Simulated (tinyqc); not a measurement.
## Thermal resistances of a two-die stack

Question. Heat leaves through the lower die only, and the system is linear. Find the resistance R1 from the lower die to the coolant, R2 between the dies, and the rise of the upper die when both are powered.

Parameters, values chosen for the exercise:
- P1 = 28 W (power of the lower die)
- P2 = 8 W (power of the upper die)

rises of the lower and upper die with only the lower one powered (K): [5.6, 5.6]
rises of the lower and upper die with only the upper one powered (K): [1.6, 2.4]

Answer. With only the lower die powered no heat crosses R2, so both dies rise by P1 R1; the difference in the second test is P2 R2; rises add.

R1 = 0.200 K/W
R2 = 0.100 K/W
rise of the upper die = 8.00 K

Program tinyqc, `OMP_NUM_THREADS=1 python tinyqc.py 2162024 2162025 out.jsonl`; Intel Xeon 2.30GHz, shared host, one thread, about 0.02 s.
